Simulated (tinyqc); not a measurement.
From one set of inputs to another, one input at a time: donor or exciton in a quantum well (variational effective-mass method). Computed by tinyqc, a small Python program. Command: `OMP_NUM_THREADS=1 python tinyqc.py 3010276 3010277 out.jsonl welldonor ladder`. One thread of a shared host (Intel(R) Xeon(R) Processor @ 2.30GHz), about 0.1 s of CPU time with the checks.

H = -nabla^2 - 2/|r - r_i| + V(z) in effective units; trial function psi = f(z) exp(-|r - r_i|/lambda), f the ground state of the well. Mass and screening are the same in well and barrier; l = L/a* is the width in effective units. Bands are flat: no polarisation or applied field.

The inputs printed are set A. Inputs not listed in the table keep their values of set A, so the rows need not describe a real material.

Inputs (values chosen for the exercise, for a model semiconductor):
```
quantity,value,unit
electron mass m,0.242,m_0
dielectric constant eps,8.72,-
well width L,5.9,nm
donor position z_i/L from the centre,0.5,-
```

Centre: donor. Barriers: infinite.

Constants: Ry = 13.605693123 eV; a_0 = 0.529177210903 angstrom.

Method:
- Ry* = Ry m/eps^2, a* = a_0 eps/m; l = L/a*.
- k = pi/l; f = cos(k z) inside and zero outside; subband energy k^2 Ry*.
- Binding E_b(lambda) = -1/lambda^2 + 4 A/(lambda B), with A = int f^2 exp(-2 s/lambda) dz, B = int f^2 exp(-2 s/lambda)(1 + 2 s/lambda) dz and s = |z - z_i|; 40 Gauss-Legendre points on each piece between the walls at z = -l/2 and l/2 and z_i.
- Golden-section search for the maximum over lambda from 0.3 to 4, 40 steps.

Each row keeps all changes above it:
```
input moved,from,to,binding energy (meV),binding in Ry*,subband energy (meV)
set A,-,-,27.780,0.6415,44.638
electron mass m (m_0),0.242,0.155,23.176,0.8356,69.693
donor position z_i/L from the centre,0.5,0.4,27.963,1.0083,69.693
well width L (nm),5.9,8,23.963,0.8640,37.906
dielectric constant eps,8.72,8.88,23.318,0.8719,37.906
```

Which inputs carry the difference?

Binding energy goes from 27.8 to 23.3, a factor 0.839 in all. The largest single move comes from donor position z_i/L from the centre (a factor 1.21), but it runs against the net change; the largest move in the direction of the net change is electron mass m (a factor 0.834). Binding in Ry* goes from 0.642 to 0.872, a factor 1.36 in all. The largest single move comes from electron mass m (a factor 1.30), and well width L works against it (a factor 0.857). Subband energy goes from 44.6 to 37.9, a factor 0.849 in all. The largest single move comes from well width L (a factor 0.544), and electron mass m works against it (a factor 1.56). The single moves hold for this order of the switches; the total does not depend on the order.

Extremes, crossings and ranges named in words are read from the listed rows.
